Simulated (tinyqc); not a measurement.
# Inputs raised by 10 %, one at a time

Model: mobility of a non-polar semiconductor in the relaxation-time approximation. Computed by tinyqc, a small Python program. Command: `OMP_NUM_THREADS=1 python tinyqc.py 3023287 3023288 out.jsonl rta sens`. One thread of a shared host (Intel(R) Xeon(R) Processor @ 2.30GHz), about 0.02 s of CPU time with the checks.

Each valley is treated as a sphere of mass m_d for states and rates, with one isotropic relaxation time; the conductivity mass m_c sets the current.

Inputs (values chosen for the exercise, modelled on holes in silicon):
```
quantity                                            value       unit
longitudinal mass m_l                               0.503        m_0
transverse mass m_t                                 0.503        m_0
equivalent valleys Z                                    1          -
non-parabolicity alpha                               0.31       1/eV
static permittivity eps_s                            11.7          -
density rho                                          2329     kg/m^3
sound velocity v_l                                   9240        m/s
acoustic deformation potential D_A                      6         eV
phonon energy hbar w                                 63.6        meV
optical or intervalley deformation potential D_o       10  1e8 eV/cm
final valleys Z_f                                       1          -
carrier density n                                 3.7e+14     1/cm^3
compensation ratio C                                    0          -
temperature T                                         500          K
```

Band: Kane. Impurity formula: Brooks-Herring. Further scattering: none.

Constants: k_B = 8.617333262e-05 eV/K; m_0 = 9.1093837015e-31 kg; e = 1.602176634e-19 C; hbar = 1.054571817e-34 J s; eps_0 = 8.8541878128e-12 F/m; k_B = 1.380649e-23 J/K; hbar = 6.582119569e-16 eV s.

Method:
- m_d = (m_l m_t^2)^(1/3); 1/m_c = (1/m_l + 2/m_t)/3; Hall mass factor A = 3 K_m (K_m + 2)/(2 K_m + 1)^2, K_m = m_l/m_t; N_I = n (1 + C)/(1 - C).
- Kane band: hbar^2 k^2/(2 m) = E (1 + alpha E), speed v = hbar k/(m (1 + 2 alpha E)), states per spin, volume and energy g(E) = m k (1 + 2 alpha E)/(2 pi^2 hbar^2); overlap factors are set to 1. Here m = m_d. Masses are multiplied by m_0 and all formulas are in SI units.
- The reduced Fermi level eta = E_F/(k_B T) solves n = 2 Z int g f dE with f = 1/(1 + exp(x - eta)) (Z = 1 unless valleys are given); screening length L_s = sqrt(eps_s eps_0 k_B T/(e^2 dn/deta)), dn/deta = 2 Z int g f (1 - f) dE.
- Integrals over x = E/(k_B T) use 160 Gauss-Legendre points in u = sqrt(x) from 0 to sqrt(max(eta, 0) + 32).
- Phonon occupation N_q = 1/(exp(hbar w/(k_B T)) - 1).
- Acoustic deformation potential (elastic, equipartition, absorption and emission together): 1/tau = 2 pi k_B T D_A^2 g(E)/(hbar rho v_l^2).
- Optical or intervalley deformation potential: 1/tau = (pi Z_f D_o^2/(rho w)) [N_q g(E + hbar w) + (N_q + 1) g(E - hbar w)], with g = 0 below the band edge.
- Each optical term is multiplied by (1 - f(E'))/(1 - f(E)), E' the final energy, for Pauli blocking.
- Singly charged impurities, momentum relaxation: 1/tau = N_I e^4 m (1 + 2 alpha E) Phi/(8 pi (eps_s eps_0)^2 hbar^3 k^3), with alpha = 0 for a parabolic band.
- Brooks-Herring: Phi = ln(1 + b) - b/(1 + b), b = 4 k^2 L_s^2.
- mu = (m_d/m_c) (2 Z e/(3 n k_B T)) int g v^2 tau f (1 - f) dE.
- Averages over x are split at the emission threshold x_0 = hbar w/(k_B T): 64 Gauss-Legendre points in sqrt(x) below it and 128 in sqrt(x - x_0) above it, up to x = max(eta, 0) + 32.
- Rates are added at each energy before the average. With <y> = int g v^2 y f (1 - f) dE: Hall factor r_H = A (3 n k_B T/(2 Z m_d)) <tau^2/(1 + 2 alpha E)>/<tau>^2 (alpha = 0 for a parabolic band); Hall mobility r_H mu; |S| = (k_B/e) (<x tau>/<tau> - eta); resistivity 1/(n e mu).

Runs; columns: (1) input moved; (2) from; (3) to; (4) Hall factor r_H; (5) resistivity (ohm cm); (6) acoustic mobility (cm^2/(V s)); (7) ionised impurity mobility (cm^2/(V s)):
```
(1)                                                               (2)       (3)     (4)     (5)     (6)         (7)
base run                                                            -         -  1.4413  54.540  771.61  1.4151e+06
static permittivity eps_s                                        11.7     12.87  1.4422  54.517  771.61  1.6991e+06
sound velocity v_l (m/s)                                         9240     10164  1.4597  50.504  933.65  1.4151e+06
acoustic deformation potential D_A (eV)                             6       6.6  1.4228  59.384  637.69  1.4151e+06
phonon energy hbar w (meV)                                       63.6     69.96  1.4160  46.952  771.61  1.4151e+06
optical or intervalley deformation potential D_o (1e8 eV/cm)       10        11  1.4607  61.080  771.61  1.4151e+06
carrier density n (1/cm^3)                                    3.7e+14  4.07e+14  1.4408  49.593  771.61  1.2965e+06
non-parabolicity alpha (1/eV)                                    0.31     0.341  1.4483  55.200  762.46  1.4025e+06
```

Exponents ln(y'/y) / ln(x'/x):
```
input                                             Hall factor r_H  resistivity  acoustic mobility  ionised impurity mobility
static permittivity eps_s                                   0.007       -0.004              0.000                      1.919
sound velocity v_l                                          0.133       -0.807              2.000                      0.000
acoustic deformation potential D_A                         -0.136        0.893             -2.000                      0.000
phonon energy hbar w                                       -0.186       -1.572              0.000                      0.000
optical or intervalley deformation potential D_o            0.140        1.188              0.000                      0.000
carrier density n                                          -0.004       -0.998              0.000                     -0.918
non-parabolicity alpha                                      0.051        0.126             -0.125                     -0.094
```

Which inputs matter most for each result?

Among the inputs moved here: Hall factor r_H answers most in size to phonon energy hbar w (exponent -0.186), next to optical or intervalley deformation potential D_o (+0.140). Resistivity answers most in size to phonon energy hbar w (exponent -1.572), next to optical or intervalley deformation potential D_o (+1.188). Its exponent -0.998 in carrier density n: the mobility is nearly constant there, so the resistivity follows 1/n. Acoustic mobility answers most in size to sound velocity v_l (exponent +2.000), and about equally to acoustic deformation potential D_A (-2.000); its exponent is below 0.0005 for static permittivity eps_s, phonon energy hbar w, optical or intervalley deformation potential D_o, carrier density n. Its exponent +2.000 in sound velocity v_l: the rate goes as 1/(rho v_l^2). Its exponent -2.000 in acoustic deformation potential D_A: the rate goes as D_A^2. Ionised impurity mobility answers most in size to static permittivity eps_s (exponent +1.919), next to carrier density n (-0.918); its exponent is below 0.0005 for sound velocity v_l, acoustic deformation potential D_A, phonon energy hbar w, optical or intervalley deformation potential D_o.
